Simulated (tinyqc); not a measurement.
Inside a calculation: thin-film optics by transfer matrices. Values are carried at full precision from step to step, so a last printed digit may differ when a step is redone from the rounded ones.

Indices N = n + i k. Snell: N0 sin(theta) = N_j sin(theta_j), with Im(N_j cos theta_j) >= 0. Admittance y_j = N_j cos theta_j for s and N_j/cos theta_j for p. Phase delta_j = 2 pi N_j cos theta_j d_j/lambda. Layer matrix [[cos delta, -i sin delta/y], [-i y sin delta, cos delta]], multiplied from the top down to M. (B, C) = M (1, y_sub); r = (y0 B - C)/(y0 B + C), R = |r|^2, T = 4 Re y0 Re y_sub/|y0 B + C|^2, absorbed in the films 1 - R - T.

Parameters, chosen for this exercise (indices near those of HfO2, SiO2 on Si; not measured data):
```
symbol  value                  unit     meaning
lam     193                    nm       vacuum wavelength
n0      1                               ambient index
n       (2.848, 1.552, 0.881)           n of HfO2, SiO2, substrate
k       (0.625, 0, 2.771)               k in the same order
d       (2.9, 35.6)            nm       thicknesses, top first
theta   30                     degrees  angle of incidence
pol     s                               polarisation
```

## Angles, admittances and phases

Form cos theta_j, y_j and delta_j.

cos theta_j: ambient 0.8660, film 1 0.9866+0.0062i, film 2 0.9467, substrate 1.0120+0.0084i

y_j: ambient 0.8660, film 1 2.8059+0.6344i, film 2 1.4693, substrate 0.8682+2.8118i

delta_j (rad): film 1 0.2649+0.0599i, film 2 1.7028

## Layer matrices and their product

Form each matrix and multiply from the top down.

matrix of film 1:
```
                1                2
1  0.9668-0.0157i  -0.0005-0.0934i
2  0.3287-0.6993i   0.9668-0.0157i
```

matrix of film 2:
```
          1         2
1   -0.1316  -0.6747i
2  -1.4565i   -0.1316
```

M:
```
                 1                2
1  -0.2633+0.0028i  -0.0105-0.6400i
2  -0.0661-1.3161i  -0.5991-0.2197i
```

Each matrix has determinant 1, and so has M.

## Reflection and transmission

Close the stack on the substrate.

B, C: 1.5272-0.5825i  0.0315-3.1913i

r = -0.5281+0.5429i
R = 0.5736
T into the substrate = 0.1941
absorbed in the films = 0.2323

The bare substrate would reflect 0.7244.

## Ellipsometric angles

Ellipsometry: rho = tan(Psi) exp(i Delta) = -conj(r_p/r_s) with the r of the admittance formula, Delta in 0 to 360 degrees, so that a bare dielectric at small angles gives Delta = 180.

Repeat the steps for both polarisations.

r_s = -0.5281+0.5429i
r_p = -0.4589+0.5708i
Psi = 44.04 degrees
Delta = 185.41 degrees

## Checks

- R against the recursion of Airy sums from the substrate up: both 0.57359.

Program tinyqc; command `OMP_NUM_THREADS=1 python tinyqc.py 1681536 1681537 out.jsonl`; about 0.01 s on one thread of a shared Intel(R) Xeon(R) Processor @ 2.30GHz.
